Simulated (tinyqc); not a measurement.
Kronig-Penney superlattice by transfer matrices, step by step. Values are carried at full precision from step to step, so a last printed digit may differ when a step is redone from the rounded ones.

Wells (width a, potential 0, mass mw) alternate with barriers (width b, height V0, mass mb); period d = a + b; c = hbar^2/2m0. The vector (psi, psi'/m) is continuous, and a layer of thickness t carries it by M = [[cos kt, (m/k) sin kt], [-(k/m) sin kt, cos kt]] with k = sqrt(m (E - V)/c); for E < V, k = i kappa gives [[cosh, (m/kappa) sinh], [(kappa/m) sinh, cosh]] of kappa t. A Bloch state obeys cos(q d) = tr(Mb Mw)/2.

Constants: hbar^2/2m0 = 3.80998211 eV angstrom^2; hbar = 6.58211957e-16 eV s.

Parameters, chosen for this exercise (near those of the light valleys of a Si film between layers of SiO2; shifted at random, so the results belong to these values and not to a real crystal):
- a = 15 angstrom (well width)
- b = 6 angstrom (barrier width)
- V0 = 2.984 eV (barrier height)
- mw = 0.19 m0 (mass in the wells)
- mb = 0.491 m0 (mass in the barriers)
- E = 1.1301 eV (trial energy)
- F = 10 kV/cm (field along the axis)

## Layer matrices at one energy

Form the matrix of the well and of the barrier at E.

k in the well = 0.23740 1/angstrom
kappa in the barrier = 0.48879 1/angstrom

Mw (angstrom units):
```
          1         2
1  -0.91335  -0.32588
2   0.50874  -0.91335
```

Mb (angstrom units):
```
        1       2
1  9.4161  9.4052
2  9.3207  9.4161
```

## The matrix of one period

Multiply M = Mb Mw and take half the trace. If its size is at most 1, E lies in a miniband and q d = arccos(tr M/2); otherwise the state decays by exp(-arccosh|tr M/2|) a period.

M:
```
         1        2
1  -3.8155  -11.659
2  -3.7228  -11.638
```

tr M/2 = -7.7266
q d in a band, or the decay exponent in a gap = 2.734

E lies in a gap; det M = 1.0000, as for any such product.

## Miniband edges

The edges are the energies where tr M/2 = +1 (q = 0) or -1 (q = pi/d); the first three minibands.

Minibands:
```
band  bottom (eV)  top (eV)  width (meV)
1          0.3608    0.3875         26.7
2          1.5107    1.6537        143.0
3          3.2634    3.9224        658.9
```

2 minibands of these lie wholly below V0. The first gap is 1123.2 meV wide; the single well of width a has E1 = 0.3739 eV, inside the first miniband.

## Dispersion along the axis

Solve tr M/2 = cos(q d) inside each miniband at q d/pi = 0, 1/6, ..., 1. The cosine form is E_bottom + (W/2)(1 - cos q d) with the true width W.

Energies (eV):
```
q d/pi  band 1  cosine form  band 2
0.000   0.3608       0.3608  1.6537
0.167   0.3625       0.3625  1.6430
0.333   0.3672       0.3674  1.6149
0.500   0.3737       0.3741  1.5784
0.667   0.3805       0.3808  1.5438
0.833   0.3856       0.3857  1.5194
1.000   0.3875       0.3875  1.5107
```

The cosine form, which holds for hopping between neighbouring wells alone, misses band 1 by at most 0.4 meV, 1 % of its width.

## Mass along the axis

With f(E) = tr M/2, 1 - (q d)^2/2 = 1 + f'(E_bottom)(E - E_bottom) gives m_z = -2 c f'/d^2 (f' by a central difference of 1e-6 eV at the bottom of band 1). The cosine form gives 4 c/(W d^2), W the width of band 1 between tr M/2 = +1 and -1.

f' = -79.03 1/eV
m_z = 1.366 m0
m_z of the cosine form = 1.293 m0
W = 26.73 meV

The mass along the axis is 7.19 times mw.

## In a field along the axis

One-band picture: ladder spacing e F d, Bloch frequency e F d/(2 pi hbar), and extent W/(e F) of a Stark state, with W the width of band 1; 1 kV/cm = 1e-5 V/angstrom.

e F d = 2.100 meV
Bloch frequency = 0.508 THz
W/(e F d) = 12.73 periods

The state spreads over about 13 periods.

## Checks

- Bottom of band 1 from 121 plane waves (the mass step taken by inverting the matrix of m) against the transfer matrix, eV: both 0.3608.

tinyqc: `OMP_NUM_THREADS=1 python tinyqc.py 1251667 1251668 out.jsonl`; about 0.04 s, one thread, shared Intel(R) Xeon(R) Processor @ 2.30GHz.
